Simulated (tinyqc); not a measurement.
## Film thickness from the threshold shift

Inverse problem. Undoped body with a flat potential across it, hard walls, transport along x. Three valley pairs (g = 2 each) with the longitudinal mass along x, y or z. Non-parabolicity enters the subband edges through E (1 + al E) = gamma, so E = 2 gamma/(1 + sqrt(1 + 4 al gamma)); motion within a subband is taken as parabolic with the band-edge mass. Energies are counted from the bulk band edge. gamma = C (pi k/(t + dl))^2/mz, C = hbar^2/(2 m0). Each subband has N_k = g sqrt(mx my) m0 kB T/(pi hbar^2); without degeneracy n = exp(EF/Vt) sum N_k exp(-E_k/Vt). Classical value Nc times t, Nc = sum over valleys of 2 g (m m0 kB T/(2 pi hbar^2))^1.5 with m = (mx my mz)^(1/3). Threshold shift dVT = Vt ln(classical value/sum N_k exp(-E_k/Vt)). Find t and the lowest subband edge.

Parameters, values chosen for the exercise; masses close to those of silicon:

| symbol | value | unit | meaning |
|---|---|---|---|
| T | 300 | K | temperature |
| ml | 0.928 | m0 | longitudinal mass |
| mt | 0.187 | m0 | transverse mass |
| al | 0.5 | 1/eV | non-parabolicity |
| dl | 0 | nm | widening of the box by penetration into the insulator |

Constants: q = 1.602176634e-19 C, kB = 1.380649e-23 J/K, hbar = 1.054571817e-34 J s, m0 = 9.1093837015e-31 kg, Vt = kB T/q, hbar^2/(2 m0) = 0.0380998212 eV nm^2. Results are converted to the units shown.

dVT = 15.063091 mV

Answer. dVT is evaluated for trial values of t with all subbands; between 1.5 and 25 nm one value matches.

t = 9.000 nm
E_1 = 4.990 meV

tinyqc, about 0.06 s, one thread, Intel Xeon 2.30GHz (shared host): `OMP_NUM_THREADS=1 python tinyqc.py 2350013 2350014 out.jsonl`
